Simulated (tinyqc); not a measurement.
# A chain with uneven site energies and dephasing by Buettiker voltage probes: two studies

Sites 1 to 3 form a chain with hopping -t. Lead L joins site 1 and lead R site 3, both semi-infinite chains with hopping -t and site energy 0. Every site carries a probe with self-energy -i Gamma_p/2 that draws no net current. Linear response at zero temperature: mu_L = 1, mu_R = 0 in units of the bias.

Parameters, values chosen for the exercise:
- t = 1.6 eV (hopping (matrix element -t))
- U = [-0.23, 0.11, -0.15] eV (site energies 1 to N)
- E = -2.54 eV (Fermi energy)
- gp = 1.6 eV (probe broadening Gamma_p)

Constants: q = 1.602176634e-19 C, h = 6.62607015e-34 J s. Results are converted to the units shown.

Each table varies one quantity; the others keep the values above.

## Resistance against length

Sigma = t^2 g(E), g(x) = (x - i sqrt(4 t^2 - x^2))/(2 t^2) for |x| < 2 t and (x - sign(x) sqrt(x^2 - 4 t^2))/(2 t^2) otherwise; Gamma = -2 Im Sigma; G = (E - H - Sigma_L - Sigma_R + i Gamma_p/2)^(-1). With Gamma the broadening by one lead, T_RL = Gamma^2 |G_(last,1)|^2, T_pL = Gamma Gamma_p |G_(p,1)|^2, T_pR = Gamma Gamma_p |G_(p,last)|^2, T_pq = Gamma_p^2 |G_(p,q)|^2 for p != q. No current into probe p: W mu = T_pL with W_pp = T_pL + T_pR + sum_q T_pq and W_pq = -T_pq. Then T_eff = T_RL + sum_p T_pR mu_p, and the resistance is (h/2q^2)/T_eff. Without probes means Gamma_p = 0. The list U is repeated k times, each site with its probe.

Results:
```
k	sites	T without probes	T_eff	resistance (kohm)
1	3	0.9981	0.4426	29.16
3	9	1.000	0.2048	63.03
4	12	0.9982	0.1617	79.81
6	18	1.000	0.1138	113.4
8	24	0.9979	0.08779	147.0
12	36	0.9999	0.06025	214.2
16	48	0.9986	0.04586	281.4
```

Estimate the missing row, k = 2.

Computed row:
```
k	sites	T without probes	T_eff	resistance (kohm)
2	6	0.9980	0.2796	46.16
```

With this row back in the table: The resistance rises from 29.2 to 281 kohm, by 5.60 kohm a site between k = 8 and 12 and 5.60 between 12 and 16: Ohm's law, R = R0 + rho N with the extrapolated intercept R0 = 12.6 kohm (h/2q^2 = 12.91 kohm) and a back-scattering length (h/2q^2)/rho of 2.30 sites.

## Coherent and dephased transmission against energy

With Gamma the broadening by one lead, T_RL = Gamma^2 |G_(3,1)|^2, T_pL = Gamma Gamma_p |G_(p,1)|^2, T_pR = Gamma Gamma_p |G_(p,3)|^2, T_pq = Gamma_p^2 |G_(p,q)|^2 for p != q.

Result of one run:
```
E (eV)	T without probes	T_eff
1.44	0.9864	0.5310
```

What becomes of these results when the Fermi energy E is changed from 1.44 to 1.92 eV, all else the same?

Result of the changed run:
```
E (eV)	T without probes	T_eff
1.92	0.9927	0.4984
```

The whole series:
```
E (eV)	T without probes	T_eff
-2.88	0.9918	0.3914
-2.4	0.9972	0.4560
-1.92	0.9911	0.4913
-1.44	0.9850	0.5182
-0.96	0.9804	0.5388
-0.48	0.9777	0.5530
0	0.9770	0.5603
0.48	0.9782	0.5599
0.96	0.9814	0.5508
1.44	0.9864	0.5310
1.92	0.9927	0.4984
2.4	0.9981	0.4487
2.88	0.9883	0.3612
```

Without probes T lies between 0.977 and 0.998 in these rows, with them between 0.361 and 0.560. The probes lower it in 13 rows and raise it in 0.

tinyqc, about 0.01 s, one thread, Intel Xeon 2.30GHz (shared host): `OMP_NUM_THREADS=1 python tinyqc.py 2700116 2700117 out.jsonl`
